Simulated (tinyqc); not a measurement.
Charge control and current of a heterostructure field-effect transistor: one step, computed by the program tinyqc.

Two subbands in a triangular well; E_F is counted from the conduction band edge of the channel at the interface.

Question. First iteration. Charge control: n_s = C_b (V_G - V_T - E_F/e)/e. Well: mean field F = e n_s/(2 eps eps_0), E_i = (hbar^2/2m)^(1/3) [(3 pi e F/2)(i + 3/4)]^(2/3), i = 0, 1; n_s = D k_B T sum_i ln(1 + exp((E_F - E_i)/k_B T)), D = m/(pi hbar^2), which is solved in closed form for E_F. Iteration from n_s = C_b (V_G - V_T)/(2e): E_F from n_s, n_out from the charge control, n_new = n_s + mixing (n_out - n_s), kept above n_s/10; stop when |n_out/n_s - 1| < 1e-9.

Inputs (values chosen for the exercise, modelled on AlGaN/GaN):
```
quantity                                value  unit
channel mass m                           0.21   m_0
permittivity eps (barrier and channel)   9.57     -
gate voltage V_G                         0.17     V
temperature T                             400     K
```

Charge source: polarisation. Velocity law: smooth.

barrier capacitance C_b = 0.6052470 microfarad/cm^2

threshold voltage V_T = -2.326574 V

Constants: e = 1.602176634e-19 C; k_B = 8.617333262e-05 eV/K; eps_0 = 8.8541878128e-12 F/m; hbar = 1.054571817e-34 J s; m_0 = 9.1093837015e-31 kg; k_B = 1.380649e-23 J/K.

Give: starting n_s; E_0; E_1; E_F; n_out.

Answer.

starting n_s = 4.716e+12 1/cm^2

E_0 = 165.1 meV

E_1 = 290.5 meV

E_F = 207.0 meV

n_out = 8.649e+12 1/cm^2
